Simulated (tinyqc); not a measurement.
Worked calculation: plane-wave Kohn-Sham cycle with exchange-only LDA in a layered model solid. One step of it, computed by the program tinyqc.

Problem. Iteration 1: Hamiltonian at one k. H(m,m') = (k + G_m)^2/2 delta + V(G_m - G_m'), with V(-G) = V(G).

A solid whose potential varies along x alone (atomic units):
```
parameter                      value
period a                    9.800000
cross-section of the cell  24.000000
electrons per cell                 4
grid points                       16
plane waves -n..n, n               3
k points                           3
V1 in V1 cos(2 pi x/a)     -0.760000
V2 in V2 cos(4 pi x/a)      0.040000
```

V(G_m), m = 0, 1, 2, ... (hartree): -0.253239  -0.380000  0.020000  0.000000  0.000000  0.000000  0.000000

k = 0.000000 2 pi / a

Give: H.

Solution.

H (hartree), lower triangle:
```
         -3       -2       -1       +0       +1       +2      +3
-3   1.5965
-2  -0.3800   0.5689
-1   0.0200  -0.3800  -0.0477
+0   0.0000   0.0200  -0.3800  -0.2532
+1   0.0000   0.0000   0.0200  -0.3800  -0.0477
+2   0.0000   0.0000   0.0000   0.0200  -0.3800   0.5689
+3   0.0000   0.0000   0.0000   0.0000   0.0200  -0.3800  1.5965
```
